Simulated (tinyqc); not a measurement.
Potential-pH (Pourbaix) lines of a metal, its cation, its oxide and an oxyanion, with a complexing ligand: one step, computed by the program tinyqc. Command: `OMP_NUM_THREADS=1 python tinyqc.py 3006143 3006144 out.jsonl pourb walk`. One thread of a shared host (Intel(R) Xeon(R) Processor @ 2.30GHz), about 0.01 s of CPU time with the checks.

Potentials are against the standard hydrogen electrode; solids and water have unit activity; dG_f of M, H+ and the electron is zero; F = e N_A and s = R T ln(10)/F. The cation carries z = 2.

Problem. Mixed potential with oxygen reduction. Anodic i = i0a 10^((E - E_a)/b_a) with E_a the cation line with ligand; cathodic i = i0c 10^((E_c - E)/b_c) with E_c the oxygen line; supply caps the cathodic current, 1/i_c = 1/i(Tafel) + 1/i_L. E_corr makes the two currents equal. Without the cap it would be [b_c E_a + b_a E_c + b_a b_c log10(i0c/i0a)]/(b_a + b_c). Rate = i V_m/(z F). Films are left out.

Inputs (values chosen for the exercise, modelled on nickel): temperature T = 298.15 K; limiting current density i_L = 0.00023 A/cm^2; molar volume V_m = 6.59 cm^3/mol.

Species: M, M2+, MO, MO2(2-).

exchange current densities, metal and cathodic (A/cm^2): [7.5e-06, 7.7e-12]

Tafel slopes, anodic and cathodic (mV/decade): [55, 145]

cation line with ligand = -0.6030085 V

oxygen line = 0.5189793 V

Constants: e = 1.602176634e-19 C; N_A = 6.02214076e+23 1/mol.

Give: E_corr without the cap; corrosion potential E_corr; corrosion current density; i/i_L; etch rate.

Solution.

E_corr without the cap = -0.5333 V

corrosion potential E_corr = -0.5424 V

corrosion current density = 9.468e-05 A/cm^2

i/i_L = 0.4117

etch rate = 1.940 nm/min

Activation and supply both matter. Caution: other oxidation states, hydroxides and hydrides are left out, and the lines say nothing of rates.
